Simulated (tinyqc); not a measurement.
Thin-body transistor below threshold, two-dimensional Poisson equation on a small mesh: course of the iteration: over-relaxation sweep (omega = 2.05).

A thin body on a thick buried insulator of low permittivity, taken as carrying no normal field at the bottom of the body (row 0). Mobile charge is neglected (subthreshold), the body is fully depleted, and potentials are counted from the intrinsic level; rows run upward to the gate, columns from source to drain.

Mesh: rows i = 0..2 in the semiconductor (step hs = tb/2, row 2 on the interface), then 1 step(s) ho = tox/1 up to the gate row 3; columns j = 0..5 (step hy = L/5). Box integration, divided by eps0: up_i = eps hy/h of the interval above row i, dn_i = that of the interval below (0 for row 0), lat_i = (sum of eps h/2 over the intervals above and below)/hy, s_i = -q Na w_i hy/eps0 with w_i the semiconductor height of the box (hs/2 for row 0 and the interface row, hs between, 0 in the insulator). Each free node obeys (up + dn + 2 lat) psi = up psi(above) + dn psi(below) + lat [psi(left) + psi(right)] + s.

Free nodes: rows 0..2, columns 1..4, taken row by row from row 0, left to right. t = (up psi(above) + dn psi(below) + lat [psi(left) + psi(right)] + s)/(up + dn + 2 lat), with the newest neighbours; psi(new) = psi + 2.05 (t - psi).

Stop when the largest change of psi is below 1e-7 V, or after 25 iterations. Fixed values: gate row Vg - Vfb; column 0 at Vbi and the last column at Vbi + Vd in the semiconductor, each running linearly to Vg - Vfb across the insulator.

Inputs (values chosen for the exercise); semiconductor permittivity close to that of germanium: relative permittivity of the semiconductor eps_r = 16.3; relative permittivity of the insulator eox = 7.5; body thickness tb = 8 nm; insulator thickness tox = 1.8 nm; channel length L = 48 nm; acceptor density of the depleted body Na = 3.1e17 cm^-3; potential of the source Vbi = 0.55 V; gate offset Vfb = -0.09 V; gate voltage Vg = 0.1 V; drain voltage Vd = 1 V.

Constants: q = 1.602176634e-19 C, eps0 = 8.8541878128e-14 F/cm where lengths are in cm. Results are converted to the units shown.

psi at the start (fixed values on the edges, free nodes at zero) (V):
```
,j=0,j=1,j=2,j=3,j=4,j=5
row 0,0.55000,0.00000,0.00000,0.00000,0.00000,1.55000
row 1,0.55000,0.00000,0.00000,0.00000,0.00000,1.55000
row 2,0.55000,0.00000,0.00000,0.00000,0.00000,1.55000
row 3,0.19000,0.19000,0.19000,0.19000,0.19000,0.19000
```

```
row,up,dn,lat,s (V)
0,39.12,0,3.39583,-0.107702
1,39.12,39.12,6.79167,-0.215404
2,40,39.12,4.09896,-0.107702
```

Course of the iteration:
```
iteration,"psi at row 0, j = 2 (V)",largest |change| of one entry (V)
1,0.00710676,0.739
2,0.0671565,0.692
3,0.555258,0.768
4,0.438981,0.908
5,0.416519,0.873
6,0.0845393,1.07
7,0.109531,0.897
8,-0.262857,1.17
9,0.407198,0.670
...,...,...
17,0.966657,1.15
18,-0.942743,1.91
19,-1.08223,1.34
20,0.189219,1.91
21,2.35886,2.17
22,0.881346,1.73
23,-0.694912,1.58
24,-1.18072,1.84
25,0.435409,1.64
```

Did this iteration meet its convergence test, and what does its course show?

No. Not converged within 25 iterations. The largest change wanders without falling. Over-relaxation cannot converge for omega of 2 or more. A rerun with over-relaxation at omega = 1.32 converges in 19 iterations.

Computed by the program tinyqc: `OMP_NUM_THREADS=1 python tinyqc.py 2480057 2480058 out.jsonl`, one thread of a shared Intel Xeon 2.30GHz, about 0.09 s for the whole run.
